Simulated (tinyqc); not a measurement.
Deep-level transient spectroscopy (DLTS) of one majority-carrier trap: one step, computed by the program tinyqc.

A filling pulse loads the traps in a one-sided junction; under reverse bias they empty at the rate e, and the capacitance relaxes as C(t) = C_0 - dC exp(-e t). The signal is S = [C(t_2) - C(t_1)]/dC.

Task: Rate window and signal. S(e) = exp(-e t_1) - exp(-e t_2) peaks at the rate window e_0 = ln(t_2/t_1)/(t_2 - t_1).

Inputs (values chosen for the exercise, for a model semiconductor): gate time t_1 = 0.004 s; ratio t_2/t_1 = 4; temperature T = 104 K.

Carriers: electrons. Extra term: Poole-Frenkel lowering.

emission rate e = 2723.476 1/s

Give: rate window e_0; peak height S_max; signal at T.

Result:

rate window e_0 = 115.52 1/s

peak height S_max = 0.47247

signal at T = 1.8571e-05

At this T the trap empties faster than the window, by a factor 23.6: the point lies on the high-temperature side of the peak.
